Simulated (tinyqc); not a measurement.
# Changing the surface recombination velocity S

Model: photoconductance decay in a wafer: bulk and surface recombination modes, and iron detection by pair splitting. Computed by tinyqc, a small Python program. Command: `OMP_NUM_THREADS=1 python tinyqc.py 3114112 3114113 out.jsonl pcd sweep`. One thread of a shared host (Intel(R) Xeon(R) Processor @ 2.30GHz), about 0.04 s of CPU time with the checks.

Both faces of the wafer have the same S; injection is low and all coefficients are constant. x runs from -W/2 to W/2.

Inputs (values chosen for the exercise, modelled on p-type silicon): thickness W = 300 micrometre; diffusivity D = 25.1 cm^2/s; bulk lifetime tau_b without iron = 380 microsecond.

Method:
- h = S W/(2 D). Solve f(b) = b sin b - h cos b = 0 from b = (pi/2) sqrt(h/(h + pi^2/4)), with f'(b) = (1 + h) sin b + b cos b; four steps.
- Even modes cos(a x) obey b tan b = S W/(2 D) with b = a W/2, odd modes sin(a x) obey -b cot b = S W/(2 D); each decays at the rate 1/tau_b + D a^2.
- tau_eff is the decay time of the first mode. The surface time is 1/(D a^2) of that mode; shortcuts for it are W/(2 S), W^2/(pi^2 D) and their sum, whose error is sum/surface time - 1.

One run for each value:
```
surface recombination velocity S (cm/s)  tau_eff (microsecond)  surface time (microsecond)  error of the sum (%)          h
3.00e-01                                                 377.1                   5.000e+04             1.290e-03  1.793e-04
1.60e+00                                                 365.2                   9.378e+03             6.876e-03  9.562e-04
8.40e+00                                                 313.4                   1.789e+03             3.600e-02  5.020e-03
4.50e+01                                                 178.4                   3.363e+02             1.902e-01  2.689e-02
2.40e+02                                                  55.9                   6.552e+01             9.423e-01  1.434e-01
1.30e+03                                                  14.1                   1.466e+01             3.518e+00  7.769e-01
6.70e+03                                                   5.5                   5.603e+00             4.791e+00  4.004e+00
3.60e+04                                                   3.9                   3.978e+00             1.801e+00  2.151e+01
1.90e+05                                                   3.7                   3.697e+00             3.970e-01  1.135e+02
1.00e+06                                                   3.6                   3.645e+00             7.767e-02  5.976e+02
```

Over the rows, tau_eff (microsecond) falls from 377 to 3.61 (exponent d ln y / d ln x -0.019 between the first rows and -0.0085 between the last); surface time (microsecond) falls from 50000 to 3.65 (exponent d ln y / d ln x -1.00 between the first rows and -0.0085 between the last); error of the sum (%) goes from 0.00129 through a maximum among these rows, 4.79 at 6700, to 0.0777. At the low end the exponent of surface time is -1.00, close to -1: slow surfaces, W/(2 S). At the high end the exponent of surface time is -0.01, close to 0: fast surfaces, limited by diffusion. The sum of the two shortcuts misses by at most about 4.8 % over these rows.

Extremes, crossings and ranges named in words are read from the listed rows.
